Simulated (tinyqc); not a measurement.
# Worked calculation: on-chip interconnect, size-dependent resistivity and RC delay

Program tinyqc, `OMP_NUM_THREADS=1 python tinyqc.py 2100068 2100069 out.jsonl`; Intel Xeon 2.30GHz, shared host, one thread, about 0.01 s. Printed values are rounded.

A rectangular line between two neighbours and two ground planes. Surface and grain-boundary scattering are added to the bulk resistivity as corrections; capacitances are parallel-plate values without fringing; inductance is ignored.

Parameters, values chosen for the exercise; metal values close to those of cobalt: bulk resistivity rho0 = 6.1 uohm cm; bulk mean free path lam = 12.1 nm; specular share of surface scattering ps = 0.2; reflection coefficient of grain boundaries Rg = 0.33; grain size over the metal width gr = 1; drawn line width wd = 41 nm; aspect ratio, height over width AR = 1.5; liner on both walls and the bottom, not conducting tl = 0.6 nm; space to the neighbouring lines sp = 41 nm; dielectric height to the planes above and below hd = 92 nm; relative permittivity of the dielectric ek = 4.2; Miller factor of the neighbours Mf = 1; line length Lw = 48 um; driver resistance Rd = 2800 ohm; load capacitance Cl = 0.11 fF; time step dt = 3.6 ps.

Constants: eps0 = 8.8541878128e-12 F/m. Results are converted to the units shown.

## Resistivity, resistance and capacitance per length

Metal width x = wd - 2 tl, height y = AR wd - tl; grain boundaries (Mayadas-Shatzkes): al = (lam/(gr x)) Rg/(1 - Rg), g = 1/[1 - 3 al/2 + 3 al^2 - 3 al^3 ln(1 + 1/al)] - 1; surfaces (Fuchs-Sondheimer, thick limit): s = (3/8) lam (1 - ps)(1/x + 1/y); rho = rho0 (1 + g + s); r = rho/(x y); c = eps0 ek (2 wd/hd + 2 Mf AR wd/sp).

x = 39.8 nm
y = 60.9 nm
al = 0.149741
g = 0.216362
s = 0.150812
rho = 8.33976 uohm cm
r = 34.4075 ohm/um
c = 0.144708 fF/um

rho is 1.37 times the bulk value; grain boundaries add more (0.216 against 0.151). The liner takes 3.87 % of the cross-section.

## Ladder and Elmore delays

5 equal pi sections: series Rs = r Lw/5; node capacitances c Lw/5, halved at nodes 0 and 5, with Cl added to node 5; Rd feeds node 0. Elmore delay of node k: the sum, over the resistors on the path to k, of resistance times all capacitance downstream of it.

Rs = 330.312 ohm

| node | C (fF) | Elmore delay (ps) |
|---|---|---|
| 0 | 0.694599 | 19.7568 |
| 1 | 1.38920 | 21.8580 |
| 2 | 1.38920 | 23.5004 |
| 3 | 1.38920 | 24.6839 |
| 4 | 1.38920 | 25.4086 |
| 5 | 0.804599 | 25.6743 |

The far-end value equals Rd (c Lw + Cl) + r Lw (c Lw/2 + Cl) for any number of pi sections; the line resistance contributes 23.0 % of it.

## Step 1: node voltages after a time step

| node | v at t = 0 (V) |
|---|---|
| 0 | 0 |
| 1 | 0 |
| 2 | 0 |
| 3 | 0 |
| 4 | 0 |
| 5 | 0 |

A 1 V step is applied behind Rd at t = 0. C dv/dt = -G v + b, with G the conductance matrix of the ladder (1/Rs between neighbours, 1/Rd added at node 0) and b = (1 V/Rd, 0, ...). Trapezoidal step: (C/dt + G/2) v(new) = (C/dt - G/2) v + b.

| node | v at t = 1 dt (V) |
|---|---|
| 0 | 0.373177 |
| 1 | 0.228830 |
| 2 | 0.142817 |
| 3 | 0.093213 |
| 4 | 0.067371 |
| 5 | 0.058703 |

## Step 2: node voltages after a time step

As before.

| node | v at t = 2 dt (V) |
|---|---|
| 0 | 0.340599 |
| 1 | 0.329060 |
| 2 | 0.284738 |
| 3 | 0.240187 |
| 4 | 0.209342 |
| 5 | 0.197514 |

## Course in time

A 1 V step is applied behind Rd at t = 0. C dv/dt = -G v + b, with G the conductance matrix of the ladder (1/Rs between neighbours, 1/Rd added at node 0) and b = (1 V/Rd, 0, ...). Trapezoidal step: (C/dt + G/2) v(new) = (C/dt - G/2) v + b. The last column solves the same ladder exactly by its modes.

Voltages (V):

| t (ps) | node 0 | node 2 | node 5 | node 5, exact |
|---|---|---|---|---|
| 3.600 | 0.3732 | 0.1428 | 0.0587 | 0.0734 |
| 7.200 | 0.3406 | 0.2847 | 0.1975 | 0.2001 |
| 10.80 | 0.5139 | 0.3649 | 0.3167 | 0.3122 |
| 14.40 | 0.5213 | 0.4695 | 0.4065 | 0.4086 |
| 18.00 | 0.6369 | 0.5333 | 0.4940 | 0.4916 |
| 21.60 | 0.6488 | 0.6061 | 0.5628 | 0.5629 |
| 25.20 | 0.7303 | 0.6568 | 0.6254 | 0.6242 |
| 28.80 | 0.7416 | 0.7079 | 0.6776 | 0.6770 |
| 32.40 | 0.8000 | 0.7473 | 0.7229 | 0.7223 |
| 36.00 | 0.8096 | 0.7836 | 0.7621 | 0.7612 |
| 39.60 | 0.8520 | 0.8138 | 0.7952 | 0.7947 |
| 43.20 | 0.8596 | 0.8398 | 0.8243 | 0.8235 |

The far end of the ladder reaches 0.5 V at 18.40 ps, 0.717 of its Elmore delay (ln 2 = 0.693 for a single pole); the slowest mode has a time constant of 23.82 ps. The largest error of the trapezoidal steps at that node is 15 mV.
